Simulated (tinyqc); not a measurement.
# Resistance of a tapered via with liner, size effect and interface: effects of single changes

A round via whose diameter grows from db at the bottom as D(z) = db + 2 z/tan(ang). The fill, of diameter D - 2 tl, starts above the bottom liner (thickness fb tl) and has rho = rho0 (1 + ks lam/(D - 2 tl)); the sidewall liner conducts in parallel with it. The bottom liner and the interface are crossed over the full area pi db^2/4. Spreading in the lines above and below is left out.

Inputs (values chosen for the exercise); fill metal close to tungsten: diameter at the bottom db = 12 nm; height hv = 45 nm; sidewall angle ang = 85 degrees; bulk resistivity of the fill rho0 = 5.38 uohm cm; mean free path of the fill lam = 15.7 nm; size-effect factor ks = 0.7; liner on the sidewall tl = 2.4 nm; liner at the bottom over that on the sidewall fb = 0.5; resistivity of the liner rl = 270 uohm cm; interface resistivity at the bottom ri = 4.5e-12 ohm cm^2; ballistic conductance per area, about 3/(4 rho0 lam) Sb = 9.1e14 S/m^2; bulk resistivity of the second fill (close to ruthenium) rho2 = 7.88 uohm cm; its mean free path lam2 = 6.77 nm; its liner tl2 = 0.3 nm.

Each table varies one quantity; the others keep the values above.

## Via resistance against the diameter at the bottom

Slices between z0 = fb tl and hv, evaluated at their midpoints: conductance per length pi/4 [(D - 2 tl)^2/rho + (D^2 - (D - 2 tl)^2)/rl], slice resistance = slice height over that. 2000 slices. R_fill = sum of the slices; R_bottom = rl fb tl/(pi db^2/4); R_interface = ri/(pi db^2/4); ballistic (Sharvin) limit 1/(Sb pi (db - 2 tl)^2/4); ideal cylinder rho0 hv/(pi db^2/4).

Result of one run:

| db (nm) | R_fill (ohm) | R_bottom (ohm) | R_interface (ohm) | R (ohm) | ballistic limit (ohm) | R over ideal cylinder | largest part |
|---|---|---|---|---|---|---|---|
| 80 | 0.5440 | 0.6446 | 0.08952 | 1.278 | 0.2474 | 2.654 | bottom liner |

What becomes of these results when the diameter at the bottom db is changed from 80 to 22 nm, all else the same?

Result of the changed run:

| db (nm) | R_fill (ohm) | R_bottom (ohm) | R_interface (ohm) | R (ohm) | ballistic limit (ohm) | R over ideal cylinder | largest part |
|---|---|---|---|---|---|---|---|
| 22 | 10.38 | 8.523 | 1.184 | 20.09 | 4.729 | 3.154 | fill |

The whole series:

| db (nm) | R_fill (ohm) | R_bottom (ohm) | R_interface (ohm) | R (ohm) | ballistic limit (ohm) | R over ideal cylinder | largest part |
|---|---|---|---|---|---|---|---|
| 8.3 | 180.2 | 59.88 | 8.317 | 248.4 | 114.2 | 5.552 | fill |
| 11 | 70.06 | 34.09 | 4.735 | 108.9 | 36.40 | 4.274 | fill |
| 16 | 23.72 | 16.11 | 2.238 | 42.08 | 11.15 | 3.494 | fill |
| 22 | 10.38 | 8.523 | 1.184 | 20.09 | 4.729 | 3.154 | fill |
| 30 | 4.886 | 4.584 | 0.6366 | 10.11 | 2.203 | 2.951 | fill |
| 42 | 2.243 | 2.339 | 0.3248 | 4.907 | 1.011 | 2.808 | bottom liner |
| 58 | 1.093 | 1.226 | 0.1703 | 2.489 | 0.4944 | 2.717 | bottom liner |
| 80 | 0.5440 | 0.6446 | 0.08952 | 1.278 | 0.2474 | 2.654 | bottom liner |

R falls from 248 to 1.28 ohm. The fill is the largest part at db = 8.3, the bottom liner from 42 on. R goes as db^(-2.93) between the first two rows and db^(-2.07) between the last two; area alone gives -2. For db = 8.3, 11 the ballistic limit exceeds half of R_fill, so the diffusive model understates R.

## Via resistance against the height

Same model as above.

2000 slices.

The same in every row: R_bottom (ohm) = 28.648; R_interface (ohm) = 3.9789; ballistic limit (ohm) = 26.990.

Via resistance against the height:

| hv (nm) | R_fill (ohm) | R (ohm) | R over ideal cylinder | largest part |
|---|---|---|---|---|
| 7.2 | 14.574 | 47.201 | 13.781 | bottom liner |
| 10 | 19.966 | 52.592 | 11.056 | bottom liner |
| 15 | 27.983 | 60.610 | 8.4942 | bottom liner |
| 22 | 36.663 | 69.290 | 6.6209 | fill |
| 32 | 45.658 | 78.284 | 5.1427 | fill |
| 46 | 54.204 | 86.831 | 3.9681 | fill |
| 66 | 61.960 | 94.587 | 3.0127 | fill |
| 96 | 68.806 | 101.43 | 2.2211 | fill |

Read the table: what changes, and by how much?

R rises from 47.2 to 101 ohm. The bottom liner is the largest part at hv = 7.2, the fill from 22 on. The share of the two bottom terms goes from 69.1 to 32.2 %. For hv = 7.2, 10, 15, 22, 32 the ballistic limit exceeds half of R_fill, so the diffusive model understates R.

## Two fill metals against the diameter

2000 slices. R_fill = sum of the slices; R_bottom = rl fb tl/(pi db^2/4); R_interface = ri/(pi db^2/4). The second fill has rho2, lam2 and tl2 in place of rho0, lam and tl.

Two fill metals against the diameter:

| db (nm) | R, first fill (ohm) | R, second fill (ohm) | ratio second/first |
|---|---|---|---|
| 8.5 | 230.5 | 66.96 | 0.2905 |
| 12 | 86.33 | 34.65 | 0.4014 |
| 17 | 36.42 | 17.75 | 0.4874 |
| 24 | 16.52 | 9.107 | 0.5512 |
| 35 | 7.241 | 4.363 | 0.6025 |
| 49 | 3.543 | 2.254 | 0.6360 |
| 70 | 1.684 | 1.115 | 0.6620 |
| 100 | 0.8080 | 0.5500 | 0.6807 |

The ratio goes from 0.291 to 0.681. The second fill gives the lower R in every row.

Program tinyqc, `OMP_NUM_THREADS=1 python tinyqc.py 2750040 2750041 out.jsonl`; Intel Xeon 2.30GHz, shared host, one thread, about 0.01 s.
